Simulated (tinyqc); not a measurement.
Standing waves and exposure in a photoresist film, step by step. Values are carried at full precision from step to step, so a last printed digit may differ when a step is redone from the rounded ones.

Normal incidence from air. Unexposed resist: N1 = n1 + i k1 with k1 = (A + B) lam/(4 pi), lam in micrometres. r01 = (1 - N1)/(1 + N1), t01 = 2/(1 + N1). Below the resist lie the layer Na = na + i ka and the substrate Ns = ns + i ks: r12 = (r1a + ras x)/(1 + r1a ras x), x = exp(4 pi i Na da/lam), r1a = (N1 - Na)/(N1 + Na), ras = (Na - Ns)/(Na + Ns). With p = exp(2 pi i N1 d/lam), the field at depth z is E(z) = t01 [exp(2 pi i N1 z/lam) + r12 p^2 exp(-2 pi i N1 z/lam)]/(1 + r01 r12 p^2), the relative intensity I(z) = n1 |E(z)|^2 and the reflectance R = |(r01 + r12 p^2)/(1 + r01 r12 p^2)|^2.

Inputs chosen for the exercise (a resist on Si, indices near tabulated ones; the results hold for these values, not for the real material):
- lam = 248 nm (vacuum wavelength)
- n1 = 1.747 (resist index)
- A = 0.09 1/micrometre (bleachable absorption (Dill A))
- B = 1.09 1/micrometre (fixed absorption (Dill B))
- d = 536 nm (resist thickness)
- ns = 1.571 (substrate n)
- ks = 3.469 (substrate k)
- na = 1.795 (n of the bottom antireflection layer)
- ka = 0.379 (its k)
- da = 63 nm (its thickness)
- C = 0.024 cm^2/mJ (exposure rate (Dill C))
- D = 30 mJ/cm^2 (incident dose)
- Ld = 10 nm (diffusion length of the post-exposure bake)

## Interface coefficients

Form N1, r01, t01 and r12.

N1 = 1.74700+0.02329i
r01 = -0.2720-0.0062i
t01 = 0.7280-0.0062i
r12 = -0.2027-0.1365i
|r12|^2 = 0.0597

Next to the bottom the intensity swings by a factor ((1 + |r12|)/(1 - |r12|))^2 = 2.71 between antinode and node; without the layer |r12|^2 would be 0.5130.

## Round trip and reflectance

Form p^2, the denominator and R; the period of the standing wave is lam/(2 n1).

p^2 = -0.5036-0.1691i
1 + r01 r12 p^2 = 0.9791-0.0285i
R = 0.0486
period = 70.98 nm

The film holds 7.55 periods.

## Intensity and exposure over the lowest period

Nine depths from d - period to d. Without bleaching during the exposure the share of unexposed compound is m = exp(-C D I).

Profile:
```
z (nm)      I      m
465.0   0.378  0.762
473.9   0.334  0.786
482.8   0.435  0.731
491.6   0.617  0.641
500.5   0.772  0.574
509.4   0.805  0.560
518.3   0.694  0.607
527.1   0.500  0.697
536.0   0.335  0.785
```

I runs from 0.334 to 0.805 on these points, so m runs from 0.560 to 0.786; the least exposed point listed lies 62.1 nm above the bottom.

## Smoothing by the bake

Gaussian diffusion of length Ld multiplies a cosine of period L by exp(-2 pi^2 Ld^2/L^2). Give that factor, and the Ld that leaves 10 %.

factor = 0.676
Ld for 10 % = 24.24 nm

## Checks

- R against the transfer-matrix product: both 0.048584.

Run: tinyqc, `OMP_NUM_THREADS=1 python tinyqc.py 1681699 1681700 out.jsonl`; Intel(R) Xeon(R) Processor @ 2.30GHz, one thread, shared host; about 0.01 s of CPU time with all checks.
